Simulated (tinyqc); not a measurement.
IGBT as a p-i-n diode in series with a MOS channel, on-state and switching loss: one step of the calculation.

High injection (n = p) in a drift layer from x = -W/2 (anode) to +W/2 (cathode side), recombination only in the layer with lifetime tau, ideal emitters. The channel feeds the cathode side and carries the whole current. Auger recombination, carrier-carrier scattering, emitter losses and the carrier dip under the p body are left out.

Task. Ambipolar length. b = mn/mp, B = (b - 1)/(b + 1), La = sqrt(2 Vt mn mp tau/(mn + mp)), y = W/(2 La).

Inputs (values chosen for the exercise); material values close to those of silicon: temperature T = 350 K; electron mobility mn = 997 cm^2/(V s); hole mobility mp = 342 cm^2/(V s); width of the drift layer W = 350 um; high-injection lifetime tau = 14 us.

Constants: q = 1.602176634e-19 C, kB = 1.380649e-23 J/K, Vt = kB T/q. Results are converted to the units shown.

Wanted: b; B; La; y.

Result.

b = 2.9152
B = 0.48917
La = 146.65 um
y = 1.1934

tinyqc, about 0.01 s, one thread, Intel Xeon 2.30GHz (shared host): `OMP_NUM_THREADS=1 python tinyqc.py 2590123 2590124 out.jsonl`
